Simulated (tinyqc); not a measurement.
Silicon n-p-n transistor, Gummel numbers and transit times: two steps of the calculation.

One-dimensional n-p-n transistor in the forward active mode at low injection. In the base p(x) = NB exp(-eta x/wb) and ni(x)^2 = ni^2 exp((g0 + g1 x/wb)/Vt); electrons leave the base at vsat; band spikes at the emitter junction and recombination inside the emitter are ignored.

Parameters, values chosen for the exercise; band and dielectric values close to those of silicon:

| symbol | value | unit | meaning |
|---|---|---|---|
| T | 300 | K | temperature |
| Eg | 1.1 | eV | band gap |
| eps_r | 11.9 |  | relative permittivity |
| Nc | 2.75e19 | cm^-3 | conduction-band density of states at T |
| Nv | 2.68e19 | cm^-3 | valence-band density of states at T |
| vsat | 1.01e7 | cm/s | saturation velocity |
| wb | 230 | nm | neutral base width |
| NB | 1.2e17 | cm^-3 | base doping at the emitter edge |
| eta | 0 |  | doping falls as exp(-eta x/wb) |
| g0 | 0 | eV | gap reduction at the emitter edge of the base |
| g1 | 0 | eV | further gap reduction across the base (linear) |
| Dn | 6.6 | cm^2/s | electron diffusion coefficient in the base |
| NE | 1.3e20 | cm^-3 | emitter doping |
| gE | 0.114 | eV | gap reduction in the emitter (negative: wider gap) |
| we | 220 | nm | neutral emitter width |
| Dp | 2.5 | cm^2/s | hole diffusion coefficient in the emitter |
| Se | 1e7 | cm/s | recombination velocity at the emitter contact |
| tb | 1e-6 | s | electron lifetime in the base |
| NC | 1.6e16 | cm^-3 | collector doping |
| VCB | 2 | V | collector-base reverse bias |

Constants: q = 1.602176634e-19 C, kB = 1.380649e-23 J/K, Vt = kB T/q, eps0 = 8.8541878128e-14 F/cm where lengths are in cm. Results are converted to the units shown.

Problem 1. Base Gummel number and transit time. f(x) = p(x) ni^2/ni(x)^2; I(x) = integral from x to wb of f/Dn, plus f(wb)/vsat; base Gummel number GB = I(0); electron density per unit flux n/(J/q) = I/f; base transit time tauB = integral of I/f over the base. Trapezoid rule on 11 equal steps.

Give: x; f; I; I/f; GB; tauB.

Solution 1.

```
point  x (nm)  f (cm^-3)  I (s/cm^4)  I/f (s/cm)
0         0.0   1.200e17    4.301e11    3.584e-6
1        20.9   1.200e17    3.920e11    3.267e-6
2        41.8   1.200e17    3.540e11    2.950e-6
3        62.7   1.200e17    3.160e11    2.633e-6
4        83.6   1.200e17    2.780e11    2.317e-6
5       104.5   1.200e17    2.400e11    2.000e-6
6       125.5   1.200e17    2.020e11    1.683e-6
7       146.4   1.200e17    1.639e11    1.366e-6
8       167.3   1.200e17    1.259e11    1.049e-6
9       188.2   1.200e17    8.791e10    7.326e-7
10      209.1   1.200e17    4.990e10    4.158e-7
11      230.0   1.200e17    1.188e10    9.901e-8
```

GB = 4.301e11 s/cm^4
tauB = 42.35 ps

Problem 2. Gain, Early voltage and collector delay. ni = sqrt(Nc Nv) exp(-Eg/(2 Vt)), Eg in volts; GE = NE exp(-gE/Vt)(we/Dp + 1/Se); JC = J0 exp(VBE/Vt), J0 = q ni^2/GB; gain limited by back injection GE/GB, by base recombination tb/tauB, together 1/beta = the sum of the inverses; collector layer one-sided, Wc = sqrt(2 eps0 eps_r (Vbc + VCB)/(q NC)), Vbc = Vt ln(p(wb) NC/ni^2), Cjc = eps0 eps_r/Wc; Early voltage VA = GB q p(wb)/(f(wb) Cjc [1/Dn - (eta + g1/Vt)/(wb vsat)]), f(wb) = p(wb) exp(-(g0 + g1)/Vt), p(wb) = NB exp(-eta); tauC = Wc/(2 vsat).

GB = 4.3006301e11 s/cm^4
tauB = 42.352985 ps

Find: ni; GE; J0; GE/GB; tb/tauB; beta; Wc; Cjc; VA; tauC.

Solution 2.

ni = 1.564e10 cm^-3
GE = 1.407e13 s/cm^4
J0 = 9.109e-11 A/cm^2
GE/GB = 32.71
tb/tauB = 2.361e4
beta = 32.67
Wc = 477.0 nm
Cjc = 0.2209 fF/um^2
VA = 20.59 V
tauC = 2.361 ps

The gain is limited more by back injection into the emitter. beta VA = 672 V.

Range of the model: The collector doping exceeds a tenth of the base doping at that edge, so the collector layer reaches noticeably into the base. Heavy doping makes emitter or base degenerate; gE and g0 are to be read as apparent gap changes that include this.

Numbers from tinyqc (`OMP_NUM_THREADS=1 python tinyqc.py 2320097 2320098 out.jsonl`; about 0.01 s on one thread of a shared Intel Xeon 2.30GHz).
